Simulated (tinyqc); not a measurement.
Inside a calculation. Model: read current of a NAND string, cells in series solved by shooting.

tinyqc, about 0.4 s, one thread, Intel Xeon 2.30GHz (shared host): `OMP_NUM_THREADS=1 python tinyqc.py 2142208 2142209 out.jsonl` Printed values are rounded.

Cells in series, numbered from 0 at the source line (0 V) to the bit line, each followed by a gap resistance Rg. A cell with gate Vg, threshold VT, source Vs and drain Vd passes I = 2 nf K Vt^2 [F(Vs) - F(Vd)]/(1 + th max(Vg - VT, 0)), F(V) = ln^2(1 + exp((Vg - VT - nf V)/(2 nf Vt))). The selected cell has Vg = Vr, the others Vg = Vp.

Inputs (values chosen for the exercise); values of the order met in vertical NAND strings:

| symbol | value | unit | meaning |
|---|---|---|---|
| T | 358 | K | temperature |
| K | 21 | uA/V^2 | gain factor of a cell |
| nf | 1.2 |  | slope factor |
| th | 0.09 | 1/V | mobility reduction factor |
| Rg | 1.6 | kohm | resistance of the gap between cells |
| Vbl | 0.3 | V | bit-line voltage |
| Vp | 7.3 | V | pass voltage |
| Vr | 4.16 | V | read voltage on the selected word line |

Constants: q = 1.602176634e-19 C, kB = 1.380649e-23 J/K, Vt = kB T/q. Results are converted to the units shown.

## Step 1: node voltages for a trial current

first trial current = 1.5 uA
thresholds from the source end, cell 0 to 4 (V): [2.8, 4.3, 4.3, 4.3, -1.7]

For a trial current I start at 0 V and, cell by cell (the selected one is cell 0), solve for the drain: sqrt(F(Vd)) = sqrt(F(Vs) - I/k), k = 2 nf K Vt^2/(1 + th max(Vg - VT, 0)), Vd = [Vg - VT - 2 nf Vt ln(exp(sqrt F) - 1)]/nf, then add I Rg.

node voltage after each cell and gap, trial 1, cell 0 to 4 (V): [0.06296803, 0.09658738, 0.1306492, 0.1651725, 0.1822758]

## Step 2: node voltages for a trial current

second trial current = 2.2 uA

As before.

node voltage after each cell and gap, trial 2, cell 0 to 4 (V): [0.09355576, 0.1435988, 0.1946501, 0.2467763, 0.2721147]

## Course of the secant iteration

Secant steps on the end voltage less Vbl, from the two trials; a trial above the saturation current of a cell has no solution and is moved halfway to the previous trial. Stop below 1e-9 V.

Course of the iteration:

| iteration | I (uA) | end voltage - Vbl (V) | halvings |
|---|---|---|---|
| 1 | 2.417275 | 7.01e-4 | 0 |
| 2 | 2.411944 | -4.18e-6 | 0 |
| 3 | 2.411976 | -6.28e-10 | 0 |

Converged in 3 iterations to I = 2.4120 uA. The selected cell takes 33.0 % of the bit-line voltage and the gaps together 6.43 %.
